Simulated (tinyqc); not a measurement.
Estimate of lattice thermal conductivity from elastic moduli (Slack, Klemens and Cahill formulas): one step, computed by the program tinyqc.

An isotropic solid.

Problem. Point defects and grains. High-temperature forms with the classical heat capacity. Klemens: kappa/kappa_0 = arctan(u)/u, u^2 = pi^2 Theta V Gamma kappa_0/(h v_m^2). Grains: 1/kappa_poly = 1/kappa + 1/(C v_m d/3), C = 3 k_B/(n V), the acoustic branches alone.

Inputs (values chosen for the exercise, for a model crystal):
```
quantity                    value        unit
volume per atom V            26.8  angstrom^3
atoms per primitive cell n      5           -
temperature T                 700           K
disorder parameter Gamma    0.003           -
grain size d                 8200          nm
```

Grueneisen parameter: from thermal expansion.

kappa of the perfect crystal = 1.310018 W/(m K)

Debye temperature Theta = 194.2637 K

v_m = 1952.660 m/s

Constants: h = 6.62607015e-34 J s; k_B = 1.380649e-23 J/K.

Give: disorder scale u; kappa with point defects; grain-boundary limit; kappa of the polycrystal.

Solution.

disorder scale u = 0.28272

kappa with point defects = 1.2767 W/(m K)

grain-boundary limit = 1649.8 W/(m K)

kappa of the polycrystal = 1.2757 W/(m K)

For small u the loss is about u^2/3 = 0.027. Grains remove a further 0 %.
